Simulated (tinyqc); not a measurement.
Inside a calculation: five-level k.p model folded onto the conduction band. Values are carried at full precision from step to step, so a last printed digit may differ when a step is redone from the rounded ones.

Second-order sums for the lowest conduction level at E: 1/m = 1 + Cm + (Ep/3)(2/E + 1/(E + Dso)) - (Ep2/3)(2/(E7 + D2 - E) + 1/(E7 - E)); g/2 = 1 + Cg - (Ep/3)(1/E - 1/(E + Dso)) - (Ep2/3)(1/(E7 - E) - 1/(E7 + D2 - E)). E is counted from the top of the valence band; E = Eg at the edge.

Constants: hbar^2/2m0 = 3.80998211 eV angstrom^2.

Parameters, chosen for this exercise (near those of InAs; not measured data): Eg = 0.393 eV (gap at Gamma to the s-like level); Dso = 0.376 eV (spin-orbit splitting); Ep = 20.3 eV (Kane energy); E7 = 4.32 eV (upper Gamma7 conduction level, from the valence top); D2 = 0.17 eV (its spin-orbit splitting, Gamma8 above Gamma7); Ep2 = 4.7 eV (Kane energy to the upper levels); Cm = -2 (remote term in 1/m); Cg = 0 (remote term in g/2); k = 0.02 1/angstrom (wave vector along z).

## Mass and g factor term by term

Evaluate at E = Eg.

Terms:
```
level           part of 1/m  part of g
free + remote       -1.0000     2.0000
Gamma8 valence      34.4360   -34.4360
Gamma7 valence       8.7993    17.5986
Gamma8 upper        -0.7648     0.7648
Gamma7 upper        -0.3989    -0.7979
```

m = 0.0243 m0
g = -14.870

The valence levels give 43.24 to 1/m and the upper levels take 1.16 away. In g the two valence terms nearly cancel when Dso is small against Eg; here Dso/Eg = 0.96 and they leave -16.837, the upper pair -0.033.

## The matrix at one k

For k along z and one spin sector the level c couples to four states. With c0 = hbar^2/2m0, P = sqrt(Ep c0), P2 = sqrt(Ep2 c0): diagonal Eg + (1 + Cm) c0 k^2 for c, and 0, -Dso, E7 + D2, E7 for lh, so, G8 up, G7 up (their own dispersion is left out); couplings of c: sqrt(2/3) P k to lh, sqrt(1/3) P k to so, sqrt(2/3) P2 k to G8 up, sqrt(1/3) P2 k to G7 up (phases chosen real).

Fill in the matrix.

H (eV):
```
             c       lh        so    G8 up    G7 up
c      0.39148  0.14361   0.10155  0.06910  0.04886
lh     0.14361        0         0        0        0
so     0.10155        0  -0.37600        0        0
G8 up  0.06910        0         0  4.49000        0
G7 up  0.04886        0         0        0  4.32000
```

## Exact folding onto c

Solve E = H_cc + S(E), S(E) = sum_j H_cj^2/(E - H_jj), from E = H_cc, by plain substitution and by Newton steps on E - H_cc - S(E). The weight of c in the state is Z = 1/(1 - dS/dE). The exact level is the third eigenvalue of H from below.

Iterates (eV):
```
step  substitution   Newton
0          0.39148  0.39148
1          0.45582  0.44731
2          0.44732  0.44821
3          0.44831  0.44821
4          0.44819  0.44821
5          0.44821  0.44821
6          0.44821  0.44821
7          0.44821  0.44821
```

exact level = 0.44821 eV
Z = 0.8942

Substitution multiplies the error by about dS/dE = 1 - 1/Z = -0.118 a step, so it alternates; after 7 steps it is off by 2.1e-08 eV, while Newton is within 1e-5 eV from step 2 on.

## Loewdin series

Expanding E = H_cc + S(E) about Eg in powers of k^2, with s_n = sum_j H_cj^2/(Eg - H_jj)^n: order k^2: e2 = (1 + Cm) c0 k^2 + s1; order k^4: e4 = -s2 e2; order k^6: e6 = s3 e2^2 + s2^2 e2.

Give each order and the partial sums, counted from Eg.

s1 (eV), s2 (no unit), s3 (1/eV); (1 + Cm) c0 k^2 is H_cc - Eg: 0.06412  0.15141  0.36236

e2, e4, e6 (eV): 0.06259  -0.00948  0.00285

partial sums (eV): 0.06259  0.05312  0.05597

The exact value is 0.05521 eV; the errors of the partial sums are +7.39, -2.09 and +0.76 meV.

## Checks

- Curvature of the exact level at small k against the sum for 1/m: 41.071 against 41.072.

Computed by tinyqc, a small Python program: `OMP_NUM_THREADS=1 python tinyqc.py 1080107 1080108 out.jsonl` (the numbers bound the seed that draws the inputs); one thread of a shared host (Intel(R) Xeon(R) Processor @ 2.30GHz), about 0.01 s for the whole set of steps.
